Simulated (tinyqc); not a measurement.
What moves the results: core-shell quantum dot (spherical envelope functions). A value that a table varies takes the place of the one given here.

Parabolic bands; strain and other valleys are left out. s states, u = r psi, hard wall at R + H, c = hbar^2/2m0, energies from the band edges of the core. Core: u = sin(k1 r)/k1, k1 = sqrt(m1 E/c). At R, psi and psi'/m are continuous, so u is continuous and its slope in the shell is s = u/R + (m2/m1)(u' - u/R). Shell: u(R + x) = u(R) cos(k2 x) + s sin(k2 x)/k2, k2 = sqrt(m2 (E - V)/c); for negative arguments the functions turn into sinh and cosh. A level has u(R + H) = 0.

Overlap = (integral of u_e u_h)^2 with normalised u. Coulomb integrals J_ab = (q/eps) double integral of u_a(r)^2 u_b(s)^2/max(r, s), q = e^2/(4 pi eps0), one eps everywhere. Exciton E = Eg + E_e + E_h - J_eh; first-order biexciton shift J_ee + J_hh - 2 J_eh (positive: repulsive).

Constants: hbar^2/2m0 = 3.80998211 eV angstrom^2; e^2/(4 pi eps0) = 14.39964547 eV angstrom; hc = 1239.841984 eV nm.

Parameters, chosen for this exercise (near those of an InP/GaP core-shell dot; not measured data): R = 18 angstrom (core radius); Vc = 0.43 eV (conduction edge of the shell above that of the core); Vv = 0.321 eV (hole barrier of the shell); me1 = 0.079 m0 (electron, core); me2 = 0.13 m0 (electron, shell); mh1 = 0.456 m0 (hole, core); mh2 = 0.521 m0 (hole, shell); Eg = 1.369 eV (gap of the core); eps = 9.9 (dielectric constant); Hs = (2, 7, 11, 21, 28, 46, 52) angstrom (shell thicknesses); H = 36 angstrom (shell thickness).

## Growing the shell

All quantities anew for each H.

Results:
```
H (angstrom)  E_e (eV)  E_h (eV)  electron in core  overlap  J_eh (meV)  E (eV)  biexciton shift (meV)
2               1.0438    0.2024             0.986    0.994       125.6   2.490                    0.3
7               0.6140    0.1539             0.846    0.969       104.4   2.033                    1.6
11              0.5023    0.1458             0.742    0.939        97.0   1.920                    2.9
21              0.4152    0.1428             0.586    0.852        87.4   1.840                    6.7
28              0.3978    0.1427             0.528    0.799        83.6   1.826                    8.9
46              0.3850    0.1427             0.460    0.717        78.2   1.819                   12.3
52              0.3838    0.1427             0.449    0.703        77.2   1.818                   12.9
```

What does this show, and why?

The line moves by -671 meV: the electron gives -660, the hole -60 and the weaker attraction +48 meV. Over the last step E_e moves by -1.2 meV and E_h by 0.0 meV; the electron level lies below the shell edge Vc, so it is bound to the core and settles. The overlap goes from 0.994 to 0.703, which scales the radiative lifetime by 1.4 if the rate is proportional to it. Up to H = 52 angstrom E_e exceeds 0.15 Eg, where a parabolic band overstates it. In the thickest shell the electron is spread so far that the attraction of the hole, taken to first order here, would pull it back and raise the overlap.

## What each parameter does

All quantities anew. Each row changes one parameter from the base and keeps the others.

Results:
```
case             E (eV)  overlap  electron in core  biexciton shift (meV)
base              1.820    0.754             0.488                   10.7
R = 21 angstrom   1.746    0.802             0.602                    7.2
H = 41 angstrom   1.819    0.733             0.472                   11.6
Vc = 0.33 eV      1.770    0.671             0.412                   14.9
Vv = 0.241 eV     1.810    0.827             0.488                    7.6
me2 = 0.163 m0    1.790    0.791             0.525                    9.3
mh1 = 0.365 m0    1.835    0.796             0.488                    7.9
eps = 11.4        1.831    0.754             0.488                    9.3
```

What does this show?

The largest shifts from the base row, up to three for each result and ties (the steps differ in size, so this ranks the rows, not the parameters). E (eV): R -0.074, Vc -0.050, me2 -0.031. overlap: Vc -0.083, Vv +0.073, R +0.048; unchanged at the printed digits by eps. electron in core: R +0.113, Vc -0.077, me2 +0.037; unchanged at the printed digits by Vv, mh1 and eps. biexciton shift (meV): Vc +4.1, R -3.5, Vv -3.2.

Computed by tinyqc, a small Python program: `OMP_NUM_THREADS=1 python tinyqc.py 1251115 1251116 out.jsonl` (the numbers bound the seed that draws the inputs); one thread of a shared host (Intel(R) Xeon(R) Processor @ 2.30GHz), about 0.04 s for the whole set of steps.
